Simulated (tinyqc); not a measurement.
# Read current of a NAND string, cells in series solved by shooting: what changes with what

Cells in series, numbered from 0 at the source line (0 V) to the bit line, each followed by a gap resistance Rg. A cell with gate Vg, threshold VT, source Vs and drain Vd passes I = 2 nf K Vt^2 [F(Vs) - F(Vd)]/(1 + th max(Vg - VT, 0)), F(V) = ln^2(1 + exp((Vg - VT - nf V)/(2 nf Vt))). The selected cell has Vg = Vr, the others Vg = Vp.

Values chosen for this exercise; values of the order met in vertical NAND strings:
- T = 358 K (temperature)
- K = 3.7 uA/V^2 (gain factor of a cell)
- nf = 1.4 (slope factor)
- th = 0.11 1/V (mobility reduction factor)
- Rg = 5.4 kohm (resistance of the gap between cells)
- Vbl = 0.5 V (bit-line voltage)
- Vp = 5.9 V (pass voltage)
- Ve = -1.2 V (threshold of an erased cell)
- Vh = 3.3 V (threshold of the highest state)
- Vx = 2 V (threshold of the selected cell)
- Is = 20 nA (sensing current)
- Vr = 3.38 V (read voltage on the selected word line)

Constants: q = 1.602176634e-19 C, kB = 1.380649e-23 J/K, Vt = kB T/q. Results are converted to the units shown.

Each table varies one quantity; the others keep the values above.

## Read current against the number of cells

For a trial current I start at 0 V and, cell by cell, solve for the drain: sqrt(F(Vd)) = sqrt(F(Vs) - I/k), k = 2 nf K Vt^2/(1 + th max(Vg - VT, 0)), Vd = [Vg - VT - 2 nf Vt ln(exp(sqrt F) - 1)]/nf, then add I Rg. The string current is the I for which the last node reaches Vbl. The apparent threshold is the Vr at which I = Is. Background: all other cells erased (VT = Ve) or all in the highest state (VT = Vh); ratio and shift are high over erased and high minus erased. The selected cell is in the middle, cell n/2.

Result of one run:
columns A: n; B: I, others erased (uA); C: I, others high (uA); D: ratio; E: apparent VT, erased (V); F: apparent VT, high (V); G: background shift (mV)
```
A       B       C       D      E      F      G
8  0.5882  0.3500  0.5951  2.108  2.116  7.486
```

What becomes of these results when the number of cells n is changed from 8 to 128, all else the same?

Result of the changed run:
columns A: n; B: I, others erased (uA); C: I, others high (uA); D: ratio; E: apparent VT, erased (V); F: apparent VT, high (V); G: background shift (mV)
```
A          B        C       D      E      F      G
128  0.04976  0.02426  0.4875  2.234  2.378  144.8
```

The whole series:
columns A: n; B: I, others erased (uA); C: I, others high (uA); D: ratio; E: apparent VT, erased (V); F: apparent VT, high (V); G: background shift (mV)
```
A          B        C       D      E      F      G
8     0.5882   0.3500  0.5951  2.108  2.116  7.486
16    0.3424   0.1849  0.5400  2.117  2.132  15.05
32    0.1862  0.09502  0.5104  2.133  2.164  30.45
64   0.09728  0.04818  0.4952  2.167  2.229  62.33
96   0.06584  0.03227  0.4901  2.200  2.296  96.37
128  0.04976  0.02426  0.4875  2.234  2.378  144.8
```

With erased neighbours the current falls from 0.588 to 0.0498 uA, as n^(-0.78) between the first two rows and n^(-0.97) between the last two (-1 once the series resistance rules). The ratio falls from 0.595 to 0.488 and the background shift rises from 7.49 to 145 mV.

## Effect of the position of the selected cell

Same model as above.

The string has 128 cells, numbered from the source.

Results:
columns A: j; B: I, others erased (uA); C: I, others high (uA); D: ratio; E: apparent VT, erased (V); F: apparent VT, high (V); G: background shift (mV)
```
A          B        C       D      E      F      G
0    0.05007  0.02430  0.4854  2.100  2.118  18.22
18   0.05000  0.02429  0.4858  2.137  2.189  51.44
54   0.04982  0.02427  0.4871  2.213  2.336  123.4
73   0.04970  0.02425  0.4879  2.253  2.417  164.8
91   0.04955  0.02423  0.4889  2.291  2.497  206.4
109  0.04937  0.02420  0.4901  2.329  2.580  250.8
127  0.04914  0.02416  0.4916  2.367  2.666  298.3
```

Estimate the missing row, j = 36.

Computed row:
columns A: j; B: I, others erased (uA); C: I, others high (uA); D: ratio; E: apparent VT, erased (V); F: apparent VT, high (V); G: background shift (mV)
```
A         B        C       D      E      F      G
36  0.04992  0.02428  0.4864  2.175  2.261  86.44
```

With this row back in the table: From the source end to the bit-line end the apparent VT with high neighbours rises from 2.118 to 2.666 V and the background shift rises from 18.2 to 298 mV. Cells and gaps on the source side raise the source of the selected cell, which costs nf times that voltage in gate drive; those on the drain side only lower its drain voltage.

Program tinyqc, `OMP_NUM_THREADS=1 python tinyqc.py 2142069 2142070 out.jsonl`; Intel Xeon 2.30GHz, shared host, one thread, about 0.7 s.
